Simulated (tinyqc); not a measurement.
# Worked calculation: hexagonal on-chip spiral inductor, lumped pi model

Computed by the program tinyqc: `OMP_NUM_THREADS=1 python tinyqc.py 2302119 2302120 out.jsonl`, one thread of a shared Intel Xeon 2.30GHz, about 0.01 s for the whole run. Printed values are rounded.

Outer diameter do = di + 2 n wd + 2 (n - 1) sp, mean da = (do + di)/2, fill p = (do - di)/(do + di), length l = 3.464 n da. L = 2.33 mu0 n^2 da/(1 + 3.82 p), mu0 = 4 pi 1e-7 H/m. Rs = rho l/(wd delta (1 - exp(-th/delta))), delta = sqrt(rho/(pi f mu0)). Cs = n wd^2 eps0 eo/hu across the coil. At each end Cox = l wd eps0 eo/(2 ho) leads to the substrate branch Rsi = 2 rs he/(l wd) in parallel with Csi = l wd eps0 11.7/(2 he). With one end grounded Y = 1/(Rs + i w L) + i w Cs + 1/[1/(i w Cox) + 1/(1/Rsi + i w Csi)], w = 2 pi f; Q = -Im Y/Re Y. Eddy currents in neighbouring turns and in the substrate are left out.

Parameters, values chosen for the exercise; values of the order met in silicon radio-frequency processes:
```
symbol,value,unit,meaning
n,2.5,,number of turns
wd,10,um,line width
sp,3,um,space between turns
di,100,um,inner diameter
th,3,um,metal thickness
rho,1.9,uohm cm,metal resistivity
ho,3.5,um,oxide below the coil
hu,0.7,um,oxide between coil and underpass
eo,4.1,,relative permittivity of the oxide
rs,1,ohm cm,substrate resistivity
he,80,um,effective spreading depth in the substrate
f,0.87,GHz,frequency
```

Constants: eps0 = 8.8541878128e-12 F/m. Results are converted to the units shown.

## Geometry and model elements

do, l, L, delta, Rs, Cs, Cox, Rsi and Csi as defined.

do = 159 um
l = 1121.470 um
L = 1.267153 nH
delta = 2.352000 um
Rs = 1.257021 ohm
Cs = 12.96506 fF
Cox = 58.15971 fF
Rsi = 142.6699 ohm
Csi = 7.261098 fF

Rs is 1.77 times the direct-current value in this empirical form, which overstates the skin effect of a flat slab when delta is near th and so stands in for some current crowding.

## Admittance, quality factor and apparent inductance

Series branch 1/(Rs + i w L), substrate branch, total Y, Q = -Im Y/Re Y, apparent inductance Im(1/Y)/w, metal-only value w L/Rs, share of the loss in the substrate Re(substrate branch)/Re Y.

series branch = 25.3638-139.7654i mS
substrate branch = 0.0143829+0.3171887i mS
Y = 25.3782-139.3773i mS
Q = 5.492020
apparent inductance = 1.270409 nH
w L/Rs = 5.510434
share of the loss in the substrate = 0.05667426 %

Q is 99.7 % of the metal-only value.
